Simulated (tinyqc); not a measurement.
Landau-Devonshire theory of a uniaxial ferroelectric: one step, computed by the program tinyqc.

G(P) = (alpha/2) P^2 + (beta*/4) P^4 + (gamma/6) P^6 - E P per volume, SI units, one domain, P along the polar axis, which is normal to the film.

Task: Coefficients at T. alpha = alpha_0 (T - T0*), with clamping: T0* = T0 + 4 Q12 u_m/(alpha_0 (s11 + s12)), beta* = beta + 4 Q12^2/(s11 + s12).

Inputs (values chosen for the exercise, for a model ferroelectric):

| quantity | value | unit |
|---|---|---|
| alpha_0 | 206000 | J m/(C^2 K) |
| Curie-Weiss temperature T0 | 740 | K |
| beta | 2.79e+09 | J m^5/C^4 |
| temperature T | 550 | K |
| misfit strain u_m | -0.0048 | - |
| electrostriction Q12 | -0.017 | m^4/C^2 |
| compliance s11 + s12 | 5.6e-12 | m^2/N |

Sample: epitaxial film.

Give: T0*; alpha; beta*.

Result:

T0* = 1022.9 K

alpha = -9.7426e+07 J m/C^2

beta* = 2.9964e+09 J m^5/C^4

Compression raises T0 by 283 K. beta* > 0: the transition is of second order.
